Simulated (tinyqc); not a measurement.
Scattering rates of a carrier in a spherical band by Fermi's golden rule: one step, computed by the program tinyqc.

All processes here are isotropic or elastic, and the rate listed is the momentum relaxation rate.

Question. Optical or intervalley phonons. Kane band: hbar^2 k^2/(2 m) = E (1 + alpha E), speed v = hbar k/(m (1 + 2 alpha E)), states per spin, volume and energy g(E) = m k (1 + 2 alpha E)/(2 pi^2 hbar^2); overlap factors are set to 1. Masses are multiplied by m_0 and all formulas are in SI units. Phonon occupation N_q = 1/(exp(hbar w/(k_B T)) - 1). Optical or intervalley deformation potential: 1/tau = (pi Z_f D_o^2/(rho w)) [N_q g(E + hbar w) + (N_q + 1) g(E - hbar w)], with g = 0 below the band edge.

Inputs (values chosen for the exercise, modelled on electrons in diamond):
```
quantity                                          value       unit
density-of-states mass of one valley m            0.504        m_0
non-parabolicity alpha                              0.2       1/eV
density rho                                        3515     kg/m^3
phonon energy hbar w                                142        meV
optical or intervalley deformation potential D_o    8.3  1e8 eV/cm
final valleys Z_f                                     5          -
temperature T                                       200          K
carrier energy E                                     44        meV
```

Crystal: non-polar. Band: Kane. Impurity formula: Brooks-Herring. Further scattering: neutral impurities.

Constants: e = 1.602176634e-19 C; hbar = 6.582119569e-16 eV s; k_B = 8.617333262e-05 eV/K; m_0 = 9.1093837015e-31 kg; hbar = 1.054571817e-34 J s.

Give: absorption rate; emission rate.

Answer.

absorption rate = 3.473e+09 1/s

emission rate = 0 1/s

E lies below hbar w, so emission is forbidden.
